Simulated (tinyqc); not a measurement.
Plane-wave Kohn-Sham cycle with exchange-only LDA in a layered model solid, step by step. One step of it, computed by the program tinyqc.

Problem. Iteration 2: Hamiltonian at one k. H(m,m') = (k + G_m)^2/2 delta + V(G_m - G_m'), with V(-G) = V(G).

A solid whose potential varies along x alone (atomic units):
```
parameter                      value
period a                   14.700000
cross-section of the cell  25.000000
electrons per cell                 2
grid points                       16
plane waves -n..n, n               3
k points                           2
V1 in V1 cos(2 pi x/a)     -0.350000
V2 in V2 cos(4 pi x/a)      0.160000
```

V(G_m), m = 0, 1, 2, ... (hartree): [-0.171583, -0.110879, 0.082233, 0.000484, 0.000166, -0.000069, -0.000009]

k = 0.250000 2 pi / a

Give: H.

Solution.

H (hartree), order -3, -2, -1, +0, +1, +2, +3:
```
[[0.5192, -0.1109, 0.0822, 0.0005, 0.0002, -0.0001, 0.0000],
 [-0.1109, 0.1082, -0.1109, 0.0822, 0.0005, 0.0002, -0.0001],
 [0.0822, -0.1109, -0.1202, -0.1109, 0.0822, 0.0005, 0.0002],
 [0.0005, 0.0822, -0.1109, -0.1659, -0.1109, 0.0822, 0.0005],
 [0.0002, 0.0005, 0.0822, -0.1109, -0.0289, -0.1109, 0.0822],
 [-0.0001, 0.0002, 0.0005, 0.0822, -0.1109, 0.2909, -0.1109],
 [0.0000, -0.0001, 0.0002, 0.0005, 0.0822, -0.1109, 0.7933]]
```
